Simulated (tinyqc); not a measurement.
## Trap density from one capacitance

Problem. Traps spread evenly through the insulator exchange electrons with the semiconductor by tunnelling, with tau(x) = t0 exp(2 ka x) at depth x from the interface. The admittance per area Y seen at depth x obeys dY/dx = -Y^2/(i w eps0 eox) + q Nb ln(1 + i w tau)/tau, with Y(0) = i w Cs and w = 2 pi f; the gate sees Y(tox) = G + i w C. Working variable y = Y/(i w), in uF/cm^2. Cox = eps0 eox/tox. Find Nb and G/w.

Inputs (values chosen for the exercise): relative permittivity of the insulator eox = 19.5; insulator thickness tox = 3.1 nm; semiconductor capacitance in accumulation Cs = 1.3 uF/cm^2; decay constant of the wave function in the insulator ka = 4.6 1/nm; time constant of a trap at the interface t0 = 2e-11 s; frequency f = 10000 Hz.

Constants: q = 1.602176634e-19 C, eps0 = 8.8541878128e-14 F/cm where lengths are in cm. Results are converted to the units shown.

C = 2.3622518 uF/cm^2

Solution. C rises steadily with Nb, so one density matches; in practice ka and t0 must come from the frequency dependence.

Nb = 8.400e19 cm^-3 eV^-1
G/w = 0.1450 uF/cm^2

Numbers from tinyqc (`OMP_NUM_THREADS=1 python tinyqc.py 2202109 2202110 out.jsonl`; about 0.3 s on one thread of a shared Intel Xeon 2.30GHz).
